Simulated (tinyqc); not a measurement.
Decay of LO phonons and the hot-phonon bottleneck in the cooling of electrons: one step, computed by the program tinyqc. Command: `OMP_NUM_THREADS=1 python tinyqc.py 3026663 3026664 out.jsonl hotphonon walk`. One thread of a shared host (Intel(R) Xeon(R) Processor @ 2.30GHz), about 0.01 s of CPU time with the checks.

n(E, T) = 1/(exp(E/(k_B T)) - 1) is the Bose occupation. Electrons have a temperature T_e; the LO modes within their reach share one occupation N; the decay products stay at the lattice temperature.

Question. Electron and phonon temperatures in closed form. Net emission per electron: [(N + 1) x - N]/tau_sp with x = exp(-hbar omega/(k_B T_e)), a simple two-level balance; steady state of the modes: n [(N + 1) x - N]/tau_sp = N_m (N - N_0)/tau; power per electron P = hbar omega [(N + 1) x - N]/tau_sp. With p = P tau_sp/(hbar omega): N = N_0 + r p and x = (p + N)/(N + 1); without hot phonons N = N_0. The mode temperature T_LO solves n(hbar omega, T_LO) = N.

Inputs (values chosen for the exercise, modelled on silicon carbide): LO energy hbar omega = 120 meV; lattice temperature T = 500 K; power supplied per electron P = 0.61 nW.

Decay channel: two unequal phonons (Ridley).

emission time tau_sp = 9.075984 fs

equilibrium LO occupation N_0 = 0.06578435

bottleneck ratio r = 35.71590

Constants: e = 1.602176634e-19 C; k_B = 8.617333262e-05 eV/K.

Give: reduced power p; LO occupation N; electron temperature T_e; T_e without hot phonons; mode temperature T_LO.

Answer.

reduced power p = 2.880e-04

LO occupation N = 0.07607

electron temperature T_e = 526.4 K

T_e without hot phonons = 500.8 K

mode temperature T_LO = 525.6 K
